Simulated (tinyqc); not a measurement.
Inside a calculation: Franz-Keldysh effect at a direct gap. Values are carried at full precision from step to step, so a last printed digit may differ when a step is redone from the rounded ones.

Parabolic bands, vertical transitions, no excitons. For each hole band j: mr = me mj/(me + mj); joint density of states J_j(E) = (mr/c)^(3/2) sqrt(E - Eg)/(2 pi^2), both spins, c = hbar^2/2m0; averaged matrix element |e.p|^2 = m0 Ep/6; alpha_j(E) = 4 pi^2 alpha_f c Ep J_j/(3 nr E) in 1/angstrom (alpha_f the fine-structure constant, listed as alpha among the constants), times 1e8 for 1/cm.

In a field Fd (1 kV/cm = 1e-5 V/angstrom) the electro-optic energy of band j is th = (c (e Fd)^2/mr)^(1/3), and sqrt(E - Eg) in J_j is replaced by pi sqrt(th) [Ai'(b)^2 - b Ai(b)^2] with b = (Eg - E)/th; Ai is the Airy function.

Constants: hbar^2/2m0 = 3.80998211 eV angstrom^2; fine-structure constant alpha = 0.007297352564.

Values chosen for the exercise (near those of InP; the results hold for these values, not for the real material):
```
symbol  value   unit        meaning
Eg      1.374   eV          direct gap
me      0.0802  m0          electron mass
mhh     0.626   m0          heavy-hole mass
mlh     0.0863  m0          light-hole mass
Ep      20.9    eV          Kane energy
nr      3.38                refractive index
Fd      110     kV/cm       uniform field
E       1.438   eV          photon energy
L       350     micrometre  length of a waveguide
```

## Electro-optic energy and length

For each hole band give mr, th and the length th/(e Fd).

Scales:
```
hole   mr (m0)  th (meV)  length (angstrom)
heavy  0.07109    40.176               36.5
light  0.04157    48.045               43.7
```

The light-hole pair has th larger by a factor 1.196, the cube root of the ratio of reduced masses.

## Airy factors at E

Ai is the Airy function, th the electro-optic energy of each hole band from the table (its other columns are not needed here), b = (Eg - E)/th with th in eV; the factor takes the place of sqrt(E - Eg) in the joint density of states.

Form b, Ai(b), Ai'(b) and the factor pi sqrt(th) [Ai'^2 - b Ai^2] for each band, beside sqrt(E - Eg) (zero below the gap).

Factors:
```
hole         b   Ai(b)  Ai'(b)  factor (eV^(1/2))  without field
heavy  -1.5930  0.4325  0.3737             0.2756         0.2530
light  -1.3321  0.5064  0.1935             0.2610         0.2530
```

## Absorption with and without the field

Put the factors in place of sqrt(E - Eg) in alpha_j and add the bands; a waveguide of length L changes its transmission by 4.343 (alpha(F) - alpha(0)) L dB.

alpha_j in the field (1/cm): heavy 5.60e+03, light 2.37e+03

alpha(F) = 7.97e+03 1/cm
alpha(0) = 7437 1/cm
change of loss = 80.9 dB

Without the field the loss over L is 1130 dB, so this energy is of no use for a modulator. Above the gap the field raises the absorption at this energy; the sign alternates with energy (Franz-Keldysh oscillations). Excitons, which add a sharp peak at low field, are left out.

## Checks

- Airy factor at b = -40 against the zero-field limit sqrt(-b): 6.33 against 6.32.

tinyqc: `OMP_NUM_THREADS=1 python tinyqc.py 1681625 1681626 out.jsonl`; about 0.01 s, one thread, shared Intel(R) Xeon(R) Processor @ 2.30GHz.
